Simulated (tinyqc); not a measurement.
Inside a calculation. Method: FCI on RHF in the sto-3g basis, for H2, spin multiplicity 1. Computed by tinyqc, a small Python program that keeps every step (integrals from PySCF). Settings: charge = 0, multiplicity = 1, basis = sto-3g, method = RHF, energy threshold = 1e-10, iteration cap = 80, orthogonalisation = symmetric, start = atomic densities, DIIS depth = 6, ci = FCI. Command: `OMP_NUM_THREADS=1 python tinyqc.py 30474 30475 out.jsonl` (the two numbers bound the seeds that draw the settings). One thread of a shared host (Intel(R) Xeon(R) Processor @ 2.60GHz), about 0.05 s of CPU time with the checks. The early iterations of the SCF are left out here.

## One-electron integrals

Geometry (angstrom):
```
atom         x         y         z
H     0.000000  0.000000  0.000000
H     0.000000  0.000000  0.824000
```

Basis sto-3g: exponents (1/bohr^2) and contraction coefficients of normalised primitives:
```
element  l (shell)  exponent  coefficient
H            s (1)  3.425251     0.154329
H            s (1)  0.623914     0.535328
H            s (1)  0.168855     0.444635
```

Overlap, kinetic and nuclear-attraction integrals over the contracted functions; the nuclear repulsion is the sum of Za Zb / Rab.

nuclear repulsion = 0.64220535 hartree

overlap S:
```
          1H 1s     2H 1s
1H 1s  1.000000  0.605334
2H 1s  0.605334  1.000000
```

kinetic energy T (hartree):
```
          1H 1s     2H 1s
1H 1s  0.760032  0.189934
2H 1s  0.189934  0.760032
```

nuclear attraction V (hartree):
```
           1H 1s      2H 1s
1H 1s  -1.829479  -1.053439
2H 1s  -1.053439  -1.829479
```

core Hamiltonian H = T + V (hartree):
```
           1H 1s      2H 1s
1H 1s  -1.069447  -0.863505
2H 1s  -0.863505  -1.069447
```

## Two-electron integrals

Functions are numbered as in S; the eight-fold symmetry (ij|kl) = (ji|kl) = (kl|ij) leaves the list below.

Two-electron integrals (ij|kl) in chemists' order, unique and non-zero (hartree):
```
(11|11) 0.774606   (21|11) 0.397859   (21|21) 0.245287   (22|11) 0.538885
(22|21) 0.397859   (22|22) 0.774606
```

## Orthogonalisation

S = U s U^T; symmetric (Loewdin) form X = U s^(-1/2) U^T, so that X^T S X = 1.

eigenvalues of S: 0.394666  1.605334

X:
```
           1H 1s      2H 1s
1H 1s   1.190521  -0.401266
2H 1s  -0.401266   1.190521
```

## Iteration 3 (converged): orbitals

converged F (hartree):
```
           1H 1s      2H 1s
1H 1s  -0.321065  -0.554319
2H 1s  -0.554319  -0.321065
```

Diagonalise F' = X^T F X, C = X C', fill 1 alpha and 1 beta electrons from the bottom; D = 2 C_occ C_occ^T. Each column has its largest component positive (the first on a tie).

F' = X^T F X (hartree):
```
           1          2
1   0.022859  -0.568156
2  -0.568156   0.022859
```

orbital energies (hartree): MO1 -0.545297, MO2 0.591016

coefficients C:
```
            MO1        MO2
1H 1s  0.558088   1.125563
2H 1s  0.558088  -1.125563
```

D after iteration 3:
```
          1H 1s     2H 1s
1H 1s  0.622923  0.622923
2H 1s  0.622923  0.622923
```

## Convergence

Stop when the energy changes by less than 1e-10 hartree and every element of the error matrix X^T (F D S - S D F) X is below 3e-06.

Course of the cycle:
```
iteration  E (hartree)     change  largest element of the error matrix
1          -0.75275969          -                             1.39e-16
2          -1.10717273  -3.54e-01                             2.09e-16
3          -1.10717273  -4.44e-16                             1.04e-16
```

PySCF RHF in the same basis = -1.10717273 hartree

Converged in 3 iterations.

## Integrals over molecular orbitals

(pq|rs) = sum C_ip C_jq C_kr C_ls (ij|kl), one index at a time.

one-electron integrals over orbitals h = C^T H C (hartree):
```
           1          2
1  -1.204081   0.000000
2   0.000000  -0.521812
```

Two-electron integrals over orbitals (pq|rs), unique and non-zero (hartree):
```
(11|11) 0.658784   (21|21) 0.186026   (22|11) 0.649427   (22|22) 0.682551
```

## FCI: determinants and Hamiltonian

Hartree-Fock energy = -1.10717273 hartree

Slater-Condon rules over spin orbitals, with the nuclear repulsion added and E(HF) subtracted on the diagonal.

Occupation strings over the orbitals (2 doubly, a alpha, b beta, 0 empty; spin orbitals ordered 1a 1b 2a 2b ...): 20 ab ba 02

H - E(HF) between determinants (hartree):
```
          20         ab         ba        02
20  0.000000   0.000000   0.000000  0.186026
ab  0.000000   0.672912  -0.186026  0.000000
ba  0.000000  -0.186026   0.672912  0.000000
02  0.186026   0.000000   0.000000  1.388305
```

## FCI: roots

Diagonalise (each vector has its largest component positive (the first on a tie)); all determinants have Ms = 0, so triplets appear too. The lowest singlet root is the correlation energy.

lowest roots of this matrix, relative to E(HF) (hartree): -0.024494  0.486886  0.858938  1.412800

lowest vectors:
```
       root 1    root 2     root 3    root 4
20   0.991442  0.000000   0.000000  0.130545
ab   0.000000  0.707107   0.707107  0.000000
ba   0.000000  0.707107  -0.707107  0.000000
02  -0.130545  0.000000   0.000000  0.991442
```

<S^2> of these roots: 0.000000  2.000000  0.000000  0.000000

weight of the ground state by excitation level 0, 1, 2, ...: 0.982958  0.000000  0.017042
